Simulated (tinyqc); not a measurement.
Boltzmann transport in a parabolic band with a power-law relaxation time, step by step. Values are carried at full precision from step to step, so a last printed digit may differ when a step is redone from the rounded ones.

F_j(eta) = (1/Gamma(j + 1)) integral_0^infinity x^j dx/(1 + exp(x - eta)), which tends to exp(eta) for eta << 0.

n = N F_1/2(eta) with N = 2 (m kB T/(4 pi c))^(3/2) with c = hbar^2/2m0, in 1/angstrom^3; times 1e24 for 1/cm^3, m = md.

Constants: hbar^2/2m0 = 3.80998211 eV angstrom^2; kB = 8.617333262e-05 eV/K.

Parameters, chosen for this exercise (masses near those of Si; tau0 is set for a mobility of the usual size at this n, kL is a free input; freeze-out and phonon drag, which matter near 77 K, are left out; the results hold for these values, not for the real material):
- n = 2.5e+18 1/cm^3 (electron density)
- md = 1.061 m0 (density-of-states mass)
- T = 200 K
- r = -0.5 (exponent of tau)
- tau0 = 70 fs (tau at E = kT)
- mc = 0.2583 m0 (conductivity mass)
- kL = 1.8 W/(m K) (lattice thermal conductivity)

## Reduced Fermi level

Solve for eta.

N = 1.493e+19 1/cm^3
eta = -1.7279

## Integrals for r = -0.5 (acoustic phonons)

tau = tau0 x^r with x = E/kT. With K_j = Gamma(j + 1) F_j(eta): <tau> = tau0 (r + 3/2) K_(r+1/2)/((3/2) K_(1/2)); mu = <tau>/(mc m0/e), m0/e = 5.685630e-12 kg/C; Hall factor rH = (3/2) K_(1/2) (2r + 3/2) K_(2r+1/2)/((r + 3/2) K_(r+1/2))^2; Seebeck S = -(kB/e) [(r + 5/2) K_(r+3/2)/((r + 3/2) K_(r+1/2)) - eta]; Lorenz number L = (kB/e)^2 [(r + 7/2) K_(r+5/2)/((r + 3/2) K_(r+1/2)) - ((r + 5/2) K_(r+3/2)/((r + 3/2) K_(r+1/2)))^2]; kB/e in V/K. Valley anisotropy is left out of rH.

Evaluate F_j and K_j for j = 1/2, r + 1/2, r + 3/2, r + 5/2 and 2r + 1/2 (each value once).

F_j and K_j:

| j | F_j | K_j |
|---|---|---|
| 0.5 | 0.16747 | 0.14841 |
| 0.0 | 0.16353 | 0.16353 |
| 1.0 | 0.17033 | 0.17033 |
| 2.0 | 0.17391 | 0.34781 |
| -0.5 | 0.15815 | 0.28031 |

## Transport coefficients

Form the ratios; u is the mean energy carried, in kT.

<tau>/tau0 = 0.735
rH = 1.167
u = 2.083
S = -328.4 microvolt/K
L = 1.516 1e-8 W ohm/K^2

The non-degenerate limits are rH = 1.178, u = r + 5/2 = 2 and L = (r + 5/2)(kB/e)^2 = 1.485; the degenerate ones are rH = 1 and L = 2.443.

## Mobility, conductivity and figure of merit

mu = <tau>/(mc m0/e) with m0/e = 5.685630e-12 kg/C; sigma = e n mu, e = 1.602176634e-19 C; Hall mobility rH mu; power factor S^2 sigma; ZT = S^2 sigma T/(kL + L sigma T), all in SI units.

mu = 350 cm^2/(V s)
Hall mobility = 409 cm^2/(V s)
sigma = 140 S/cm
power factor = 1.51 mW/(m K^2)
electronic thermal conductivity = 0.0425 W/(m K)
ZT = 0.16

A Hall measurement read with rH = 1 would give a density of 2.14e+18 1/cm^3. Electrons carry 2.3 % of the heat. kL is far below that of crystalline Si, so ZT is too high for it.

## Checks

- Seebeck coefficient against direct integration over -df/dE (microvolt/K): both -328.4.

tinyqc: `OMP_NUM_THREADS=1 python tinyqc.py 1682072 1682073 out.jsonl`; about 0.01 s, one thread, shared Intel(R) Xeon(R) Processor @ 2.30GHz.
